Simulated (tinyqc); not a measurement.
Inside a calculation. Model: abrupt p-n junction, non-linear Poisson equation by Newton steps.

Computed by the program tinyqc: `OMP_NUM_THREADS=1 python tinyqc.py 2000043 2000044 out.jsonl`, one thread of a shared Intel Xeon 2.30GHz, about 0.02 s for the whole run. Printed values are rounded.

One dimension, p side on the left, n side on the right; net doping C = -Na for x < 0 and +Nd for x > 0. The potential psi is counted from the intrinsic level, and the quasi-Fermi potentials are flat: 0 for holes and -V for electrons, so n = ni exp((psi + V)/Vt) and p = ni exp(-psi/Vt) (Boltzmann statistics, full ionisation, no current).

Inputs (values chosen for the exercise); band and dielectric values those of a made-up semiconductor:
- T = 293 K (temperature)
- Eg = 1.7 eV (band gap)
- eps_r = 10.1 (relative permittivity)
- Nc = 4.33e17 cm^-3 (conduction-band density of states at T)
- Nv = 1.18e19 cm^-3 (valence-band density of states at T)
- Na = 7.3e15 cm^-3 (acceptor density of the p side)
- Nd = 3.7e17 cm^-3 (donor density of the n side)
- V = 0 V (bias of the p side against the n side)

Constants: q = 1.602176634e-19 C, kB = 1.380649e-23 J/K, Vt = kB T/q, eps0 = 8.8541878128e-14 F/cm where lengths are in cm. Results are converted to the units shown.

Range of the model: The donor density exceeds a fifth of the band density of states, where Boltzmann statistics begin to fail.

## Intrinsic density, end potentials and Debye lengths

ni = sqrt(Nc Nv) exp(-Eg/(2 Vt)), Eg in volts; psi_p = -Vt ln(Na/ni), psi_n = Vt ln(Nd/ni) - V; Debye length sqrt(eps0 eps_r Vt/(q N)).

ni = 5415.868 cm^-3
psi_p = -0.7051876 V
psi_n = 0.8043049 V
Debye length, p side = 43.93784 nm
Debye length, n side = 6.171621 nm

## Net doping on the mesh

| node | x (nm) |
|---|---|
| 0 | -1020 |
| 1 | -517 |
| 2 | -260 |
| 3 | -129 |
| 4 | -62.4 |
| 5 | -28.4 |
| 6 | -11.1 |
| 7 | -2.25 |
| 8 | 2.25 |
| 9 | 7.17 |
| 10 | 12.6 |
| 11 | 18.4 |
| 12 | 24.9 |
| 13 | 31.9 |
| 14 | 39.6 |
| 15 | 48.1 |
| 16 | 57.3 |

C = -Na for x < 0 and +Nd for x > 0, taken at the nodes.

| node | net doping C (cm^-3) |
|---|---|
| 0 | -7.3e15 |
| 1 | -7.3e15 |
| 2 | -7.3e15 |
| 3 | -7.3e15 |
| 4 | -7.3e15 |
| 5 | -7.3e15 |
| 6 | -7.3e15 |
| 7 | -7.3e15 |
| 8 | 3.7e17 |
| 9 | 3.7e17 |
| 10 | 3.7e17 |
| 11 | 3.7e17 |
| 12 | 3.7e17 |
| 13 | 3.7e17 |
| 14 | 3.7e17 |
| 15 | 3.7e17 |
| 16 | 3.7e17 |

## Couplings between neighbouring nodes

a_i = eps0 eps_r/h_i for the interval from node i to i + 1, with h_i = x_(i+1) - x_i in cm.

| interval | coupling a_i (F/cm^2) |
|---|---|
| 0 | 1.777879e-8 |
| 1 | 3.479661e-8 |
| 2 | 6.826511e-8 |
| 3 | 1.342752e-7 |
| 4 | 2.630215e-7 |
| 5 | 5.169208e-7 |
| 6 | 1.010478e-6 |
| 7 | 1.987273e-6 |
| 8 | 1.817628e-6 |
| 9 | 1.646912e-6 |
| 10 | 1.541850e-6 |
| 11 | 1.375805e-6 |
| 12 | 1.277533e-6 |
| 13 | 1.161393e-6 |
| 14 | 1.052086e-6 |
| 15 | 9.720358e-7 |

## Starting potential

A straight line in x from psi_p = -Vt ln(Na/ni) at the first node to psi_n = Vt ln(Nd/ni) - V at the last.

| node | psi at the start (V) |
|---|---|
| 0 | -0.7051876 |
| 1 | -0.0003934 |
| 2 | 0.3597101 |
| 3 | 0.5432649 |
| 4 | 0.6365835 |
| 5 | 0.6842237 |
| 6 | 0.7084641 |
| 7 | 0.7208646 |
| 8 | 0.7271699 |
| 9 | 0.7340637 |
| 10 | 0.7416721 |
| 11 | 0.7497990 |
| 12 | 0.7589066 |
| 13 | 0.7687149 |
| 14 | 0.7795040 |
| 15 | 0.7914140 |
| 16 | 0.8043049 |

## Iteration 1: densities, residual and Jacobian diagonal

n_i = ni exp((psi_i + V)/Vt), p_i = ni exp(-psi_i/Vt), rho_i = p_i - n_i + C_i, g_i = (n_i + p_i)/Vt. Box widths w_i = (h_(i-1) + h_i)/2 in cm. Residual F_i = a_i (psi_(i+1) - psi_i) - a_(i-1) (psi_i - psi_(i-1)) + q rho_i w_i; Jacobian: a_(i-1) and a_i beside the diagonal, b_i = -a_(i-1) - a_i - q g_i w_i on it. The two end nodes are fixed.

| node | n (cm^-3) | p (cm^-3) |
|---|---|---|
| 0 | 4.018030e-9 | 7.3e15 |
| 1 | 5332.131 | 5500.919 |
| 2 | 8.334913e9 | 0.003519128 |
| 3 | 1.197165e13 | 2.450090e-6 |
| 4 | 4.822718e14 | 6.081969e-8 |
| 5 | 3.182230e15 | 9.217316e-9 |
| 6 | 8.311546e15 | 3.529021e-9 |
| 7 | 1.358242e16 | 2.159528e-9 |
| 8 | 1.743542e16 | 1.682301e-9 |
| 9 | 2.290921e16 | 1.280342e-9 |
| 10 | 3.096560e16 | 9.472324e-10 |
| 11 | 4.272345e16 | 6.865462e-10 |
| 12 | 6.128072e16 | 4.786435e-10 |
| 13 | 9.037162e16 | 3.245667e-10 |
| 14 | 1.385514e17 | 2.117020e-10 |
| 15 | 2.220603e17 | 1.320885e-10 |
| 16 | 3.7e17 | 7.927465e-11 |

| node | residual F (C/cm^2) | diagonal b (F/cm^2) |
|---|---|---|
| 1 | -4.444438e-8 | -5.257540e-8 |
| 2 | -2.269005e-8 | -1.030628e-7 |
| 3 | -1.157449e-8 | -2.032909e-7 |
| 4 | -6.271693e-9 | -4.126899e-7 |
| 5 | -4.307760e-9 | -8.317374e-7 |
| 6 | -3.270378e-9 | -1.596358e-6 |
| 7 | -2.233276e-9 | -3.055282e-6 |
| 8 | 2.660541e-8 | -3.857012e-6 |
| 9 | 2.877821e-8 | -3.539769e-6 |
| 10 | 3.050029e-8 | -3.299093e-6 |
| 11 | 3.224782e-8 | -3.084384e-6 |
| 12 | 3.338704e-8 | -2.915818e-6 |
| 13 | 3.292903e-8 | -2.860418e-6 |
| 14 | 3.003654e-8 | -2.925620e-6 |
| 15 | 2.097676e-8 | -3.271172e-6 |

## Iteration 1: Newton step

Solve the tridiagonal system a_(i-1) d_(i-1) + b_i d_i + a_i d_(i+1) = -F_i for nodes 1 to 15, with d = 0 on fixed nodes. Each component d is damped to sign(d) Vt ln(1 + |d|/Vt) before it is added.

| node | Newton step d, before damping (V) |
|---|---|
| 1 | -1.646305 |
| 2 | -1.210197 |
| 3 | -0.655538 |
| 4 | -0.291015 |
| 5 | -0.098109 |
| 6 | -0.001451 |
| 7 | 0.051133 |
| 8 | 0.080475 |
| 9 | 0.100225 |
| 10 | 0.109126 |
| 11 | 0.106661 |
| 12 | 0.093385 |
| 13 | 0.072141 |
| 14 | 0.046601 |
| 15 | 0.021400 |

| node | psi after iteration 1 (V) |
|---|---|
| 0 | -0.7051876 |
| 1 | -0.1062548 |
| 2 | 0.2614820 |
| 3 | 0.4600835 |
| 4 | 0.5727597 |
| 5 | 0.6441713 |
| 6 | 0.7070533 |
| 7 | 0.7488141 |
| 8 | 0.7633274 |
| 9 | 0.7745455 |
| 10 | 0.7838844 |
| 11 | 0.7915438 |
| 12 | 0.7979732 |
| 13 | 0.8027993 |
| 14 | 0.8059090 |
| 15 | 0.8069137 |
| 16 | 0.8043049 |

## Iteration 2: densities, residual and Jacobian diagonal

As before.

| node | n (cm^-3) | p (cm^-3) |
|---|---|---|
| 0 | 4.018030e-9 | 7.3e15 |
| 1 | 80.54174 | 3.641791e5 |
| 2 | 1.703405e8 | 0.1721941 |
| 3 | 4.440008e11 | 6.606210e-5 |
| 4 | 3.850197e13 | 7.618212e-7 |
| 5 | 6.513364e14 | 4.503298e-8 |
| 6 | 7.859868e15 | 3.731821e-9 |
| 7 | 4.108907e16 | 7.138546e-10 |
| 8 | 7.300676e16 | 4.017658e-10 |
| 9 | 1.138469e17 | 2.576410e-10 |
| 10 | 1.647997e17 | 1.779835e-10 |
| 11 | 2.232043e17 | 1.314115e-10 |
| 12 | 2.879335e17 | 1.018694e-10 |
| 13 | 3.485818e17 | 8.414560e-11 |
| 14 | 3.942699e17 | 7.439478e-11 |
| 15 | 4.102750e17 | 7.149258e-11 |
| 16 | 3.7e17 | 7.927465e-11 |

| node | residual F (C/cm^2) | diagonal b (F/cm^2) |
|---|---|---|
| 1 | -4.229668e-8 | -5.257540e-8 |
| 2 | -2.192847e-8 | -1.030617e-7 |
| 3 | -9.984170e-9 | -2.025682e-7 |
| 4 | -2.260909e-9 | -3.985256e-7 |
| 5 | 1.045461e-8 | -7.905436e-7 |
| 6 | 6.517553e-9 | -1.592611e-6 |
| 7 | -1.853155e-8 | -3.171791e-6 |
| 8 | 1.396038e-8 | -4.023101e-6 |
| 9 | 1.622840e-8 | -3.838393e-6 |
| 10 | 1.488951e-8 | -3.775948e-6 |
| 11 | 1.150032e-8 | -3.788714e-6 |
| 12 | 6.195179e-9 | -3.886629e-6 |
| 13 | -3.172998e-11 | -4.064707e-6 |
| 14 | -5.704226e-9 | -4.239988e-6 |
| 15 | -9.303605e-9 | -4.328152e-6 |

## Iteration 2: Newton step

As before.

| node | Newton step d, before damping (V) |
|---|---|
| 1 | -1.584109 |
| 2 | -1.177944 |
| 3 | -0.649686 |
| 4 | -0.306900 |
| 5 | -0.124742 |
| 6 | -0.054839 |
| 7 | -0.029069 |
| 8 | -0.009186 |
| 9 | 0.003770 |
| 10 | 0.009071 |
| 11 | 0.008530 |
| 12 | 0.004965 |
| 13 | 0.001071 |
| 14 | -0.001687 |
| 15 | -0.002560 |

| node | psi after iteration 2 (V) |
|---|---|
| 0 | -0.7051876 |
| 1 | -0.2111588 |
| 2 | 0.1639218 |
| 3 | 0.3771200 |
| 4 | 0.5076985 |
| 5 | 0.5991830 |
| 6 | 0.6779074 |
| 7 | 0.7294719 |
| 8 | 0.7554933 |
| 9 | 0.7780593 |
| 10 | 0.7916341 |
| 11 | 0.7988925 |
| 12 | 0.8025062 |
| 13 | 0.8038480 |
| 14 | 0.8042758 |
| 15 | 0.8044757 |
| 16 | 0.8043049 |

## Course of the Newton iteration

Stop when the largest undamped |d| is below 1e-9 V, or after 80 iterations.

Course of the iteration:

| iteration | largest \|F\| (C/cm^2) | largest \|d\| (V) | at node |
|---|---|---|---|
| 1 | 4.44e-8 | 1.65 | 1 |
| 2 | 4.23e-8 | 1.58 | 1 |
| 3 | 4.02e-8 | 1.49 | 1 |
| 4 | 3.81e-8 | 1.38 | 1 |
| 5 | 3.60e-8 | 1.28 | 1 |
| 6 | 3.39e-8 | 1.15 | 1 |
| 7 | 3.07e-8 | 0.458 | 1 |
| 8 | 1.57e-8 | 0.142 | 2 |
| 9 | 1.01e-8 | 0.0934 | 2 |
| 10 | 5.66e-9 | 0.0544 | 2 |
| 11 | 2.62e-9 | 0.0254 | 2 |
| 12 | 8.04e-10 | 7.81e-3 | 2 |
| 13 | 1.03e-10 | 1.00e-3 | 2 |
| 14 | 2.00e-12 | 1.94e-5 | 2 |
| 15 | 7.71e-16 | 7.48e-9 | 2 |
| 16 | < 1e-20 | < 1e-12 | 2 |

Converged in 16 iterations. Once the step is below 0.1 Vt, 3 more iteration(s) reach the threshold: near the solution the error is roughly squared each time.

## Converged densities, field and charge

| node | converged psi (V) |
|---|---|
| 0 | -0.7051876 |
| 1 | -0.6989654 |
| 2 | -0.4168106 |
| 3 | 0.0593888 |
| 4 | 0.3875458 |
| 5 | 0.5774406 |
| 6 | 0.6799039 |
| 7 | 0.7343895 |
| 8 | 0.7637358 |
| 9 | 0.7835401 |
| 10 | 0.7949544 |
| 11 | 0.8004649 |
| 12 | 0.8029017 |
| 13 | 0.8038328 |
| 14 | 0.8041621 |
| 15 | 0.8042683 |
| 16 | 0.8043049 |

n and p as above; field E_i = -(psi_(i+1) - psi_i)/h_i on each interval; charge on either side of the peak Q = eps0 eps_r |E|max (Gauss).

| node | n (cm^-3) | p (cm^-3) |
|---|---|---|
| 0 | 4.018030e-9 | 7.3e15 |
| 1 | 5.140888e-9 | 5.705556e15 |
| 2 | 3.666673e-4 | 7.999519e10 |
| 3 | 56910.47 | 515.3993 |
| 4 | 2.510102e10 | 0.001168543 |
| 5 | 4.634435e13 | 6.329060e-7 |
| 6 | 2.681816e15 | 1.093722e-8 |
| 7 | 2.320674e16 | 1.263927e-9 |
| 8 | 7.419720e16 | 3.953198e-10 |
| 9 | 1.625680e17 | 1.804268e-10 |
| 10 | 2.554860e17 | 1.148072e-10 |
| 11 | 3.177977e17 | 9.229653e-11 |
| 12 | 3.499984e17 | 8.380501e-11 |
| 13 | 3.631464e17 | 8.077079e-11 |
| 14 | 3.679136e17 | 7.972421e-11 |
| 15 | 3.694635e17 | 7.938976e-11 |
| 16 | 3.7e17 | 7.927465e-11 |

| interval | field E (kV/cm) |
|---|---|
| 0 | -0.12370 |
| 1 | -10.97879 |
| 2 | -36.35110 |
| 3 | -49.27282 |
| 4 | -55.85140 |
| 5 | -59.22738 |
| 6 | -61.56563 |
| 7 | -65.21390 |
| 8 | -40.25282 |
| 9 | -21.02073 |
| 10 | -9.50083 |
| 11 | -3.74901 |
| 12 | -1.33016 |
| 13 | -0.42766 |
| 14 | -0.12488 |
| 15 | -0.03982 |

peak |E| = 65.21390 kV/cm
charge Q = 58.31903 nC/cm^2

## Check against the exact first integral and the depletion approximation

ni = sqrt(Nc Nv) exp(-Eg/(2 Vt)), Eg in volts. Exact first integral for an abrupt junction with thick neutral sides: psi_p = -Vt ln(Na/ni), psi_n = Vt ln(Nd/ni) - V, psi_j = (Nd psi_n + Na psi_p - Vt (Nd - Na))/(Na + Nd) at the junction, n_j = ni exp((psi_j + V)/Vt), p_j = ni exp(-psi_j/Vt), and E_j^2 = (2 q/(eps0 eps_r)) [Nd (psi_n - psi_j - Vt) + Vt (n_j + p_j)] (minority densities of the neutral sides neglected). Depletion approximation: Vbi = Vt ln(Na Nd/ni^2), W = sqrt(2 eps0 eps_r (Vbi - V)(1/Na + 1/Nd)/q), xp = W Nd/(Na + Nd), xn = W Na/(Na + Nd), peak field 2 (Vbi - V)/W, capacitance eps0 eps_r/W.

psi_j = 0.7508275 V
exact field at the junction = 64.38241 kV/cm
Vbi = 1.509492 V
W = 485.1672 nm
peak field in the depletion approximation = 62.22566 kV/cm

The depletion approximation gives a peak field 3.3 % below the exact one, since carriers spilling over from the heavily doped side add charge next to the junction. The 17-node mesh above gave 65.21 kV/cm on the interval that holds the junction, 1.3 % above the exact value.
